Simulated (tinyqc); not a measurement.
Changing the doping N: specific resistance of a metal-semiconductor contact and its transmission-line measurement. Computed by tinyqc, a small Python program. Command: `OMP_NUM_THREADS=1 python tinyqc.py 3031625 3031626 out.jsonl contact sweep`. One thread of a shared host (Intel(R) Xeon(R) Processor @ 2.30GHz), about 0.02 s of CPU time with the checks.

The barrier is parabolic (depletion approximation), energies E are normal energies counted from the band edge in the neutral semiconductor (downwards for holes), and the bias is zero. xi is an input, held fixed when other inputs move.

Inputs (values chosen for the exercise, modelled on n-type GaN):
```
quantity                                         value          unit
tunnelling mass m                                 0.21           m_0
permittivity eps                                   9.7             -
Richardson constant A*                            25.3  A/(cm^2 K^2)
barrier height phi_B                              0.74            eV
Fermi level above the band edge in the bulk, xi   0.73            eV
temperature T                                      300             K
```

Image-force lowering: included.

Constants: hbar = 1.054571817e-34 J s; eps_0 = 8.8541878128e-12 F/m; m_0 = 9.1093837015e-31 kg; k_B = 8.617333262e-05 eV/K; e = 1.602176634e-19 C.

Method:
- E_00 = (e hbar/2) sqrt(N/(eps eps_0 m)); band bending E_b = phi_B + xi; depletion width w = sqrt(2 eps eps_0 E_b/(e^2 N)). Image lowering d_phi = (e^3 N E_b/(8 pi^2 (eps eps_0)^3))^(1/4) (E_b in volts), and E_b - d_phi replaces E_b everywhere except in w.
- WKB transmission for E < E_b, with a = E/E_b: D = exp{-(E_b/E_00) [sqrt(1 - a) - a ln((1 + sqrt(1 - a))/sqrt(a))]}; D = 1 above.
- At zero bias 1/rho_c = (e A*/k_B^2) int D(E) f(E) dE, f = 1/(1 + exp((E - xi)/k_B T)); 200 Gauss-Legendre points from 0 to E_b, and k_B T ln(1 + exp((xi - E_b)/k_B T)) for the part above the barrier; the share of tunnelling is the part below.

One run for each value; columns: (1) doping N (1/cm^3); (2) specific contact resistance rho_c (ohm cm^2); (3) E_00/k_B T; (4) share of tunnelling (%); (5) depletion width (nm):
```
(1)             (2)    (3)     (4)    (5)
1.00e+17  4.831e+02   0.16   84.58  125.5
2.80e+17  7.189e+01   0.27   95.52   75.0
7.70e+17  2.824e+00   0.44   99.59   45.2
2.20e+18  8.726e-03   0.75  100.00   26.8
6.00e+18  2.635e-05   1.23  100.00   16.2
1.70e+19  3.878e-07   2.07  100.00    9.6
4.60e+19  2.870e-08   3.41  100.00    5.9
1.30e+20  4.996e-09   5.74  100.00    3.5
3.60e+20  1.655e-09   9.55  100.00    2.1
1.00e+21  8.182e-10  15.91   99.98    1.3
```

What does the table show, and why?

Over the rows, specific contact resistance rho_c (ohm cm^2) falls from 483 to 8.18e-10 (exponent d ln y / d ln x -1.9 between the first rows and -0.69 between the last); E_00/k_B T rises from 0.159 to 15.9 (exponent d ln y / d ln x about 0.50 throughout); share of tunnelling (%) goes from 84.6 through a maximum among these rows, 100.0 at 4.60e19, to 100.0. The exponent of depletion width stays at -0.50: the depletion approximation. xi is held fixed. Doping thins the barrier, and the tunnelling exponent, of order phi_B/E_00, falls as N^(-1/2). E_00 passes 5 k_B T (field emission) between 4.60e19 and 1.30e20 per cm^3. In the last rows the barrier is no longer opaque, and rho_c levels off towards the limit set by the supply of carriers.

Caution (rows 1.00e21): the barrier is thinner than 1.5 nm, about the spacing of dopants, so a smooth parabolic barrier and WKB are rough.

Extremes, crossings and ranges named in words are read from the listed rows.
